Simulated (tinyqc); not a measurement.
Self-consistent Fermi level with native defects, at growth and after a quench: one step, computed by the program tinyqc.

Energies are counted from the top of the valence band (VBM); when the gap shrinks with temperature the conduction band moves and the levels stay. The added dopant is taken as fully ionised. D and A draw on one reservoir with opposite signs, as the two vacancies of a compound do.

Question. Equilibrium at growth. n = N_c F_1/2((E_F - E_g)/k_B T), p = N_v F_1/2(-E_F/k_B T). F_1/2(eta) = (2/sqrt(pi)) int_0^infinity sqrt(x)/(1 + exp(x - eta)) dx, by the trapezoid rule in t = sqrt(x) with step 0.02 up to t = 12 (for eta < -12 by exp(eta) - exp(2 eta)/2^(3/2)). In equilibrium c_q = N_s exp(-(E_f(q, 0) + q E_F)/k_B T). Net charge = p - n + sum q c_q + N_X; the log ratio is ln(positive charge/negative charge). E_F is the root of the log ratio, by 50 bisections between -0.5 eV and E_g + 0.5 eV.

Inputs (values chosen for the exercise, for a model semiconductor): site density N_s = 2e+22 cm^-3; dopant density N_X = 4.9e+17 cm^-3; growth temperature T_g = 1420 K.

Added shallow dopant: donor.

E_g(T_g) = 2.4816 eV

N_c(T_g) = 1.550540e+20 cm^-3

N_v(T_g) = 6.085308e+20 cm^-3

k_B T_g = 0.1223661 eV

E_f(q, E_F = 0) (eV): D(+2) -1.8281, D(+1) 0.0719, D(0) 2.0519, A(0) 6.0551, A(-1) 6.2891, A(-2) 7.1741, A(-3) 8.1361

Give: E_F at growth; n at growth; p at growth; Defects at growth; total D; total A.

Answer.

E_F at growth = 1.785 eV

n at growth = 5.217e+17 cm^-3

p at growth = 2.814e+14 cm^-3

Defects at growth:

| state | E_f (eV) | c (cm^-3) |
|---|---|---|
| D(+2) | 1.742 | 1.316e+16 |
| D(+1) | 1.857 | 5.138e+15 |
| D(0) | 2.052 | 1.044e+15 |
| A(0) | 6.055 | 6.466e+00 |
| A(-1) | 4.504 | 2.066e+06 |
| A(-2) | 3.604 | 3.230e+09 |
| A(-3) | 2.781 | 2.691e+12 |

total D = 1.934e+16 cm^-3

total A = 2.694e+12 cm^-3

The largest part of the positive charge comes from the dopant (94 %) and that of the negative charge from electrons (100 %).
